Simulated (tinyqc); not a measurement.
Resistance of a source-drain extension with a graded tip: two steps of the calculation.

y runs along the channel, the gate covers y > 0. The doping is N0 for y < y0 and N0 10^(-(y - y0)/la) beyond, uniform over the depth xj. Sheet conductance s(y) = q mu(N) max(N - Nch, 0) xj + (for y > 0) ma Cox Vo, with mu(N) = u0 + (u1 - u0)/(1 + (N/Nr)^au) and Cox = eps0 eox/tox. Current is taken as one-dimensional; depletion of the tip, spreading and the contact are left out. The metallurgical junction lies at yj, where N = Nch.

Parameters, values chosen for the exercise; mobility law close to that of electrons in silicon: relative permittivity of the gate insulator (close to silicon dioxide) eox = 3.9; insulator thickness tox = 3.3 nm; active doping of the extension far from the gate N0 = 2.3e20 cm^-3; lateral abruptness la = 6.1 nm/decade; position under the gate where the fall begins (gate edge at 0) y0 = 3 nm; depth of the extension xj = 19 nm; channel doping Nch = 3.8e18 cm^-3; gate overdrive Vo = 0.73 V; mobility of the gate-induced layer ma = 130 cm^2/(V s); mobility at low doping u1 = 1414 cm^2/(V s); mobility at high doping u0 = 68.5 cm^2/(V s); reference doping Nr = 9.2e16 cm^-3; exponent au = 0.711; gate length Lg = 90 nm.

Constants: q = 1.602176634e-19 C, eps0 = 8.8541878128e-14 F/cm where lengths are in cm. Results are converted to the units shown.

Problem 1. Sheet resistances and junction position. yj = y0 + la log10(N0/Nch); sheet resistance of the full extension 1/[q mu(N0)(N0 - Nch) xj] and of the gate-induced layer 1/(ma Cox Vo); metallurgical length Lg - 2 yj; ye is where the doped and the gate-induced conductances are equal.

Find: yj; sheet resistance of the extension; sheet resistance of the induced layer; metallurgical length; ye; N at ye.

Solution 1.

yj = 13.87 nm
sheet resistance of the extension = 197.2 ohm/square
sheet resistance of the induced layer = 1.007e4 ohm/square
metallurgical length = 62.26 nm
ye = 12.54 nm
N at ye = 6.267e18 cm^-3

The gate takes over 1.33 nm before the junction, where N is still 1.65 times the channel doping.

Problem 2. Resistance of the overlapped part. Midpoint rule on 8 equal steps from 0 to yj: R_ov = sum h/s(y), per width.

Wanted: y; N; doped conductance; sheet resistance; R_ov.

Solution 2.

```
point  y (nm)  N (cm^-3)  doped conductance (uS)  sheet resistance (ohm/square)
0      0.8669   2.300e20                    5071                          193.4
1       2.601   2.300e20                    5071                          193.4
2       4.334   1.390e20                    3121                          310.5
3       6.068   7.224e19                    1670                          565.2
4       7.802   3.754e19                   893.5                           1007
5       9.536   1.951e19                   467.3                           1765
6       11.27   1.014e19                   220.8                           3124
7       13.00   5.271e18                   62.75                           6171
```

R_ov = 23.11 ohm um

tinyqc, about 0.06 s, one thread, Intel Xeon 2.30GHz (shared host): `OMP_NUM_THREADS=1 python tinyqc.py 2282255 2282256 out.jsonl`
